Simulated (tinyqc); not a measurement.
Carrier density against temperature: charge neutrality of a doped semiconductor with incomplete ionisation. Computed by tinyqc, a small Python program. Command: `OMP_NUM_THREADS=1 python tinyqc.py 3031347 3031348 out.jsonl dopant walk`. One thread of a shared host (Intel(R) Xeon(R) Processor @ 2.30GHz), about 0.02 s of CPU time with the checks.

Energies are counted from the top of the valence band; E_D is measured down from the conduction band and E_A up from the valence band.

Inputs (values chosen for the exercise, modelled on ZnO):
```
quantity                 value   unit
gap at 0 K E_g0           3.51     eV
Varshni alpha         0.000536   eV/K
Varshni beta               515      K
electron mass m_e        0.268    m_0
valleys M_c                  1      -
hole mass m_h             0.78    m_0
donor density N_D      4.4e+15  cm^-3
acceptor density N_A         0  cm^-3
donor depth E_D         0.0457     eV
donor degeneracy g_D         2      -
```

Doping: n-type. Statistics of the bands: Boltzmann.

Constants: k_B = 8.617333262e-05 eV/K; m_0 = 9.1093837015e-31 kg; k_B = 1.380649e-23 J/K; h = 6.62607015e-34 J s.

Method:
- E_g = E_g0 - alpha T^2/(T + beta).
- N_c = 2 M_c (2 pi m_e k_B T/h^2)^(3/2) and N_v = 2 (2 pi m_h k_B T/h^2)^(3/2), masses in units of m_0.
- n = N_c exp((E_F - E_g)/k_B T), p = N_v exp(-E_F/k_B T).
- N_D+ = N_D/(1 + g_D exp((E_F - E_g + E_D)/k_B T)).
- Neutrality: p + N_D+ = n + N_A-; the log ratio is ln[(p + N_D+)/(n + N_A-)].
- Neutrality is solved by bisection at each T. The last column is -k_B d ln(n T^-3/4)/d(1/T) from this row and the one above; it turns negative as ionisation nears completion, when the density grows more slowly than that power of T.

Against temperature:
```
T (K)   n (cm^-3)  E_F from the band edge (eV)  ionised share  activation energy (eV)
19     9.6012e+09                      0.02549     2.1821e-06                       -
24     2.0947e+11                      0.02655     4.7606e-05                0.022850
33     5.4102e+12                      0.02862     1.2296e-03                0.022846
48     8.7435e+13                      0.03244     1.9872e-02                0.022764
76     8.5629e+14                      0.04094     1.9461e-01                0.021748
120    2.8588e+15                      0.05926     6.4973e-01                0.015414
180    4.0198e+15                      0.09303     9.1360e-01                0.001139
270    4.3109e+15                      0.15207     9.7974e-01               -0.010898
300    4.3367e+15                      0.17290     9.8562e-01               -0.016994
600    4.3905e+15                      0.39892     9.9785e-01               -0.026241
```

What follows from these numbers?

Between the two coldest rows the activation energy is 0.0228 eV, 0.50 of the dopant depth: without compensation E_F sits halfway between level and band, so half the depth shows. The density is within 10 % of the net doping from 180 K to 600 K.
